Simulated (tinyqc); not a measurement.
Inside a calculation. Method: MP2 on RHF in the 6-31g basis, for H3+, spin multiplicity 1. One step of it, computed by the program tinyqc.

Task: Second-order Moller-Plesset energy. E2 = sum_ijab (ia|jb) [2 (ia|jb) - (ib|ja)] / (e_i + e_j - e_a - e_b) over occupied i, j and virtual a, b; the opposite-spin part is (ia|jb)^2 / denominator, the rest is same-spin, and SCS-MP2 scales them by 6/5 and 1/3.

orbital energies (hartree): MO1 -1.067477, MO2 -0.311504, MO3 -0.133378, MO4 0.478340, MO5 0.604033, MO6 0.833998

Two-electron integrals over orbitals (pq|rs), unique and non-zero (hartree):
```
(11|11) 0.590454    (21|11) -0.000047   (21|21) 0.115582    (22|11) 0.463375
(22|21) 0.000058    (22|22) 0.453802    (31|11) 0.045863    (31|21) 3.63e-06
(31|22) -0.028505   (31|31) 0.079253    (32|11) 0.000009    (32|21) -0.061238
(32|22) -0.000027   (32|31) -0.000030   (32|32) 0.051804    (33|11) 0.428882
(33|21) -0.000051   (33|22) 0.362738    (33|31) 0.035245    (33|32) 0.000024
(33|33) 0.379255    (41|11) -0.119101   (41|21) 0.000038    (41|22) -0.069080
(41|31) -0.015622   (41|32) -0.000009   (41|33) -0.047895   (41|41) 0.067531
(42|11) 0.000059    (42|21) -0.021324   (42|22) 0.000023    (42|31) 3.84e-07
(42|32) 0.006939    (42|33) 0.000024    (42|41) -0.000041   (42|42) 0.028083
(43|11) -0.016520   (43|21) 1.64e-06    (43|22) -0.007403   (43|31) 0.008288
(43|32) -4.60e-06   (43|33) -0.002490   (43|41) 0.016489    (43|42) 4.60e-06
(43|43) 0.036697    (44|11) 0.460476    (44|21) -0.000088   (44|22) 0.376557
(44|31) 0.042122    (44|32) 0.000032    (44|33) 0.369644    (44|41) -0.068078
(44|42) 0.000042    (44|43) 0.001020    (44|44) 0.399198    (51|11) -0.000008
(51|21) -0.067685   (51|22) -0.000063   (51|31) -8.47e-07   (51|32) 0.031197
(51|33) 0.000010    (51|41) -0.000015   (51|42) 0.036395    (51|43) 0.000006
(51|44) 0.000028    (51|51) 0.065126    (52|11) -0.129426   (52|21) -0.000048
(52|22) -0.106685   (52|31) 0.015321    (52|32) 0.000014    (52|33) -0.054519
(52|41) 0.058407    (52|42) 3.44e-06    (52|43) -0.005637   (52|44) -0.076778
(52|51) 0.000078    (52|52) 0.094760    (53|11) 0.000007    (53|21) 0.017494
(53|22) 0.000008    (53|31) 0.000016    (53|32) -0.000575   (53|33) 0.000009
(53|41) 0.000007    (53|42) -0.016455   (53|43) -4.08e-06   (53|44) 1.72e-06
(53|51) -0.024310   (53|52) -0.000024   (53|53) 0.018721    (54|11) -0.000029
(54|21) 0.092619    (54|22) 0.000043    (54|31) 0.000015    (54|32) -0.049288
(54|33) -0.000032   (54|41) 0.000031    (54|42) -0.018147   (54|43) 2.22e-06
(54|44) -0.000067   (54|51) -0.057173   (54|52) -0.000041   (54|53) 0.015103
(54|54) 0.084663    (55|11) 0.464792    (55|21) 0.000154    (55|22) 0.447483
(55|31) -0.030223   (55|32) -0.000075   (55|33) 0.351755    (55|41) -0.083955
(55|42) -4.94e-06   (55|43) -0.001563   (55|44) 0.380082    (55|51) -0.000145
(55|52) -0.129141   (55|53) 0.000030    (55|54) 0.000135    (55|55) 0.471384
(61|11) -0.030950   (61|21) -0.000015   (61|22) 0.044290    (61|31) -0.066842
(61|32) 0.000036    (61|33) -0.027904   (61|41) 0.017259    (61|42) 0.000013
(61|43) 0.027065    (61|44) -0.023734   (61|51) 0.000008    (61|52) -0.039092
(61|53) -0.000018   (61|54) -0.000024   (61|55) 0.057540    (61|61) 0.097810
(62|11) -0.000025   (62|21) 0.070226    (62|22) 0.000009    (62|31) 0.000038
(62|32) -0.034302   (62|33) -0.000019   (62|41) 0.000027    (62|42) -0.028801
(62|43) -0.000014   (62|44) -0.000045   (62|51) -0.057723   (62|52) -0.000025
(62|53) 0.024975    (62|54) 0.059695    (62|55) 0.000074    (62|61) -0.000060
(62|62) 0.060894    (63|11) -0.134883   (63|21) 0.000044    (63|22) -0.072811
(63|31) -0.035074   (63|32) -0.000007   (63|33) -0.066513   (63|41) 0.060722
(63|42) -0.000038   (63|43) 0.012968    (63|44) -0.083975   (63|51) -0.000019
(63|52) 0.049727    (63|53) 0.000006    (63|54) 0.000031    (63|55) -0.077336
(63|61) 0.033185    (63|62) 0.000024    (63|63) 0.073262    (64|11) 0.032000
(64|21) 0.000041    (64|22) -0.042487   (64|31) 0.075767    (64|32) -0.000053
(64|33) 0.028968    (64|41) -0.013189   (64|42) -0.000016   (64|43) -0.004108
(64|44) 0.034356    (64|51) -0.000024   (64|52) 0.033333    (64|53) 0.000023
(64|54) 0.000051    (64|55) -0.056591   (64|61) -0.085093   (64|62) 0.000073
(64|63) -0.031785   (64|64) 0.095044    (65|11) 0.000014    (65|21) -0.100248
(65|22) -0.000055   (65|31) -0.000026   (65|32) 0.060806    (65|33) 0.000029
(65|41) -0.000025   (65|42) 0.033366    (65|43) 0.000010    (65|44) 0.000061
(65|51) 0.074815    (65|52) 0.000058    (65|53) -0.020129   (65|54) -0.089555
(65|55) -0.000160   (65|61) 0.000047    (65|62) -0.073368   (65|63) -0.000025
(65|64) -0.000072   (65|65) 0.110916    (66|11) 0.563678    (66|21) -0.000125
(66|22) 0.440880    (66|31) 0.056282    (66|32) 0.000050    (66|33) 0.422741
(66|41) -0.129819   (66|42) 0.000086    (66|43) -0.022598   (66|44) 0.454333
(66|51) 0.000050    (66|52) -0.125314   (66|53) -0.000008   (66|54) -0.000097
(66|55) 0.452160    (66|61) -0.048701   (66|62) -0.000075   (66|63) -0.144621
(66|64) 0.048441    (66|65) 0.000094    (66|66) 0.583303
```

Hartree-Fock energy = -1.23139400 hartree

Give: Terms; Pair energies; MP2 correlation energy; SCS-MP2 correlation energy; MP2 total energy.

Result:

Terms:
```
i  j  a  b    (ia|jb)    (ib|ja)  denominator       term
1  1  2  2      0.116      0.116       -1.512     -0.009
1  1  3  3      0.079      0.079       -1.868  -3.36e-03
1  1  6  6      0.098      0.098       -3.803  -2.52e-03
1  1  2  5     -0.068     -0.068       -2.427  -1.89e-03
1  1  5  2     -0.068     -0.068       -2.427  -1.89e-03
1  1  6  3     -0.067     -0.067       -2.836  -1.58e-03
1  1  3  6     -0.067     -0.067       -2.836  -1.58e-03
1  1  4  4      0.068      0.068       -3.092  -1.48e-03
1  1  5  5      0.065      0.065       -3.343  -1.27e-03
1  1  3  4     -0.016     -0.016       -2.480  -9.84e-05
1  1  4  3     -0.016     -0.016       -2.480  -9.84e-05
1  1  4  6      0.017      0.017       -3.447  -8.64e-05
1  1  6  4      0.017      0.017       -3.447  -8.64e-05
1  1  4  2   3.79e-05   3.79e-05       -2.302  -6.24e-10
1  1  2  4   3.79e-05   3.79e-05       -2.302  -6.24e-10
1  1  2  6  -1.53e-05  -1.53e-05       -2.657  -8.86e-11
1  1  6  2  -1.53e-05  -1.53e-05       -2.657  -8.86e-11
1  1  4  5  -1.47e-05  -1.47e-05       -3.217  -6.68e-11
1  1  5  4  -1.47e-05  -1.47e-05       -3.217  -6.68e-11
1  1  5  6   8.05e-06   8.05e-06       -3.573  -1.81e-11
1  1  6  5   8.05e-06   8.05e-06       -3.573  -1.81e-11
1  1  3  2   3.63e-06   3.63e-06       -1.690          0
1  1  2  3   3.63e-06   3.63e-06       -1.690          0
1  1  5  3  -8.47e-07  -8.47e-07       -2.606          0
1  1  3  5  -8.47e-07  -8.47e-07       -2.606          0
```

Pair energies (hartree; pair i-j sums ij and ji):
```
pair  opposite spin  same spin
1-1          -0.025          0
```

MP2 correlation energy = -0.02475 hartree

SCS-MP2 correlation energy = -0.02970 hartree

MP2 total energy = -1.25615 hartree
